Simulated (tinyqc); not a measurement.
Inside a calculation. Method: sp3 tight binding, zinc-blende lattice. One step of it, computed by the program tinyqc.

Task: Levels at X. Diagonalise the Hermitian matrix.

H(k) at X (eV), order a s, a px, a py, a pz, c s, c px, c py, c pz:
$$\begin{pmatrix}
-15.230000 & 0.000000 & 0.000000 & 0.000000 & 0.000000 & 0.000000+4.387926i & 0.000000 & 0.000000 \\
0.000000 & -6.760000 & 0.000000 & 0.000000 & 0.000000-4.387926i & 0.000000 & 0.000000 & 0.000000 \\
0.000000 & 0.000000 & -6.760000 & 0.000000 & 0.000000 & 0.000000 & 0.000000 & 0.000000+4.385897i \\
0.000000 & 0.000000 & 0.000000 & -6.760000 & 0.000000 & 0.000000 & 0.000000+4.385897i & 0.000000 \\
0.000000 & 0.000000+4.387926i & 0.000000 & 0.000000 & -15.230000 & 0.000000 & 0.000000 & 0.000000 \\
0.000000-4.387926i & 0.000000 & 0.000000 & 0.000000 & 0.000000 & -6.760000 & 0.000000 & 0.000000 \\
0.000000 & 0.000000 & 0.000000 & 0.000000-4.385897i & 0.000000 & 0.000000 & -6.760000 & 0.000000 \\
0.000000 & 0.000000 & 0.000000-4.385897i & 0.000000 & 0.000000 & 0.000000 & 0.000000 & -6.760000
\end{pmatrix}$$

Give: eigenvalues.

Result:

eigenvalues (eV): [-17.0933, -17.0933, -11.1459, -11.1459, -4.8967, -4.8967, -2.3741, -2.3741]
